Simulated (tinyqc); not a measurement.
Zigzag graphene nanoribbon in tight binding: one step. The edge state from the half-plane solution.

A zigzag ribbon of N chains, sites A1, B1, A2, ..., BN across it. For each k it is a chain with bonds -2t cos(k/2) (A_n to B_n) and -t (B_n to A_(n+1)), and +D, -D on A and B. A1 and BN are the edge sites; the Dirac points project to k = 2 pi/3.

Values chosen for the exercise (near those used for graphene; shifted at random, so the results belong to these values and not to a real crystal): t = 2.67 eV (hopping); N = 5 (zigzag chains); D = 0 eV (sublattice potential, +D on A and -D on B); acc = 1.42 angstrom (bond length).

2 cos(k/2) = 0.8260923

Question. On a half plane the state lives on one sublattice with amplitudes (-x)^n, x = 2 cos(k/2): weight 1 - x^2 on the edge site, decay length -1.5 acc/ln x of the amplitude. The two edges mix to |E| = sqrt(D^2 + e^2), e about t x^N (1 - x^2).

Give: edge weight; decay length; e; |E|.

Answer.

edge weight = 0.3176
decay length = 11.149 angstrom
e = 0.3262 eV
|E| = 0.3262 eV

Diagonalising the chain of 10 sites gives |E| = 0.4328 eV; the estimate is -24.6 % from it, since it drops terms of order x^(2N).

Program tinyqc; command `OMP_NUM_THREADS=1 python tinyqc.py 1482136 1482137 out.jsonl`; about 0.01 s on one thread of a shared Intel(R) Xeon(R) Processor @ 2.30GHz.
